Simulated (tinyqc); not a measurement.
Worked calculation: recursion (Haydock) method for the local density of states: impurity site of a cubic lattice. Values are carried at full precision from step to step, so a last printed digit may differ when a step is redone from the rounded ones.

One orbital a site at energy 0, hopping -t to the 6 nearest neighbours of a cubic lattice; the start u0 is a site in the bulk, with energy V. Recursion: a_n = <u_n|H|u_n>, b_(n+1) u_(n+1) = (H - a_n) u_n - b_n u_(n-1), b > 0. G(z) = 1/(z - a0 - b1^2/(z - a1 - b2^2/(...))), z = E + i eta. After n levels the tail is b_n^2 T with the square-root terminator T = (z - sqrt(z - 2b) sqrt(z + 2b))/(2 b^2), b = 3t so that the band edges lie at -/+ 6t.

Values chosen for the exercise: t = 0.74 eV (hopping); V = 0.4 eV (shift of the starting site); n = 6 (levels kept); E = -0.01 eV (energy); eta = 0.037 eV (broadening).

## The coefficients

Carry the recursion for n levels; the lattice is large enough that no wall is met.

Coefficients:
```
n  a_n (eV)  b_(n+1) (eV)  b_(n+1)^2/t^2
0    0.4000       1.81262         6.0000
1    0.0000       2.22000         9.0000
2    0.0000       2.27415         9.4444
3    0.0000       2.16449         8.5556
4    0.0000       2.25634         9.2970
5    0.0000       2.20763         8.9000
```

b1^2/t^2 = 6 counts the neighbours of the start. Only a0 = V differs from zero: u_n lies on one sublattice and is orthogonal to the start. The b_n tend to a quarter of the band width, 2.220 eV.

## Moments from the coefficients

For a1 = a2 = 0: mu1 = a0, mu2 = a0^2 + b1^2, mu3 = a0^3 + 2 a0 b1^2, mu4 = a0^4 + 3 a0^2 b1^2 + b1^4 + b1^2 b2^2.

mu1 to mu4 (eV^n): 0.400  3.446  2.692  28.591

## The continued fraction at one energy

Start from the terminator and work up: G_i = 1/(z - a_i - S_i), S_i = b_(i+1)^2 G_(i+1), with T in place of G_n. The density is -Im G_0/pi.

Levels of the fraction:
```
i         S_i (eV)       G_i (1/eV)
5  -0.0049-2.1771i  -0.0010-0.4516i
4  -0.0053-2.2994i  -0.0009-0.4280i
3  -0.0040-2.0053i  -0.0014-0.4896i
2  -0.0074-2.5324i  -0.0004-0.3892i
1  -0.0019-1.9181i  -0.0021-0.5115i
0  -0.0069-1.6805i  -0.1295-0.5519i
```

local density of states = 0.1757 1/eV

A direct sum over the zone gives 0.1802 1/eV at the same z; 6 levels miss it by -2.5 %.

## Checks

- G from 7 levels against a direct sum over the zone at E = 7.5040 eV, above the band (1/eV): both 0.15108.

(tinyqc, `OMP_NUM_THREADS=1 python tinyqc.py 1480680 1480681 out.jsonl`, Intel(R) Xeon(R) Processor @ 2.30GHz, 1 thread, shared host, about 0.08 s.)
